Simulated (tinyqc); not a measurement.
# Surface photovoltage measurement of the minority-carrier diffusion length in a wafer, step by step

A worked calculation. Computed by tinyqc, a small Python program that keeps every step. Command: `OMP_NUM_THREADS=1 python tinyqc.py 3130154 3130155 out.jsonl spv walk`. One thread of a shared host (Intel(R) Xeon(R) Processor @ 2.30GHz), about 0.01 s of CPU time with the checks. Intermediate numbers are printed to about 5 digits and carried at full precision; extremes and crossings named in words are read from the listed rows.

Low injection, steady light, a depletion layer much thinner than 1/alpha and L. The excess density dn is taken at the front edge of the neutral region; light that reaches the back is lost.

Inputs (values chosen for the exercise, modelled on p-type silicon at room temperature): diffusion length L = 540 micrometre; wafer thickness W = 625 micrometre; diffusivity D = 29.1 cm^2/s; front recombination velocity S_f = 7600 cm/s; back recombination velocity S_b = 270 cm/s; photon flux entering = 3.3e+13 1/(cm^2 s); minority density at the surface barrier scale n_0 = 8.7e+08 1/cm^3; temperature T = 298 K; wavelength = 820 nm; relative noise of each reading = 0.5 %; diffusion length after pair splitting over L = 0.95; iron factor C = 1.08e+16 micrometre^2/cm^3.

Constants: k_B = 8.617333262e-05 eV/K.

## One wavelength

alpha = (84.732/lambda - 76.417)^2 per cm with lambda in micrometre (an empirical fit for silicon between 0.7 and 1.05 micrometre). Thick wafer: dn = Phi L/((S_f + D/L)(L + 1/alpha)). Finite wafer, with s = S_b L/D, w = W/L, a = alpha L: dn = [Phi a/(a^2 - 1)] [a - B - exp(-alpha W)(a - s)/(cosh w + s sinh w)]/(S_f + B D/L), B = (sinh w + s cosh w)/(cosh w + s sinh w). Photovoltage V = (k_B T/e) ln(1 + dn/n_0). Lifetime = L^2/D.

alpha = 724.40 1/cm

penetration depth 1/alpha = 13.804 micrometre

dn, thick wafer = 3.9535e+09 1/cm^3

B = 0.93641

dn, finite wafer = 3.9769e+09 1/cm^3

photovoltage V = 44.107 mV

lifetime = 100.21 microsecond

Caution: dn is not small against n_0, so V is not linear in the flux; the constant-flux reading then needs dn, not V.

## The linear plot

normal deviates g for the noise: [0.69, 0.72, 0.25, -0.20, -0.37, 0.70, 0.58]

Readings y = (Phi/dn) (1 + noise x g) at 780, 830, 880, 920, 950, 975 and 995 nm; a least-squares line y = c (1/alpha + L_app) gives L_app = intercept/slope.

Readings:
```
lambda (nm)  1/alpha (micrometre)  y (cm/s)  line (cm/s)
780                          9.64    8268.2       8253.9
830                         15.18    8347.0       8330.3
880                         25.33    8468.9       8470.3
920                         40.66    8661.3       8681.6
950                         61.28    8935.0       8965.8
975                         90.92    9385.8       9374.4
995                        130.89    9935.5       9925.5
```

slope = 13.786 cm/(s micrometre)

apparent length L_app = 589.09 micrometre

error of L_app (rounded to 0.001) = 9.091 %

Without noise the error would be +9.4 %, from the finite thickness at W/L = 1.2. S_f scales all readings alike and leaves L_app unchanged.

## Where the wafer is too thin

No noise; L is varied at fixed W, and the last two columns set S_b to 0 and to 1e7 cm/s.

Apparent length (micrometre):
```
L          W/L  given S_b  S_b = 0  S_b = 1e7
31.2    20.032       31.2     31.2      31.20
62.5    10.000       62.5     62.5      62.50
125.0    5.000      125.1    125.1     124.85
188.0    3.324      189.4    190.0     185.71
312.0    2.003      325.6    338.1     285.54
500.0    1.250      545.6    647.2     376.13
812.0    0.770      856.0   1396.4     438.23
1310.0   0.477     1141.8   3034.8     468.94
2500.0   0.250     1362.9   7352.9     484.66
```

With a fast back surface L_app levels off, at 485 micrometre in the last row; with a passive one it reaches up to 2.94 times L among these rows and is 7350 in the last. All three columns are within 5 % of L down to W/L = 3.3.

## Iron from two lengths

Splitting iron-boron pairs in boron-doped silicon shortens L; with nothing else changing, [Fe] = C (1/L_after^2 - 1/L^2). It is evaluated with the true lengths and with the apparent ones (without noise), which differ when the wafer is not thick against L.

L_after = 513 micrometre

[Fe] from the true lengths = 4.0012e+09 1/cm^3

[Fe] from the apparent lengths = 3.4530e+09 1/cm^3

bias, apparent over true less 1 (rounded to 0.001) = -13.702 %

Checks made by the program: dn against a finite-difference solution (relative difference 1e-05).
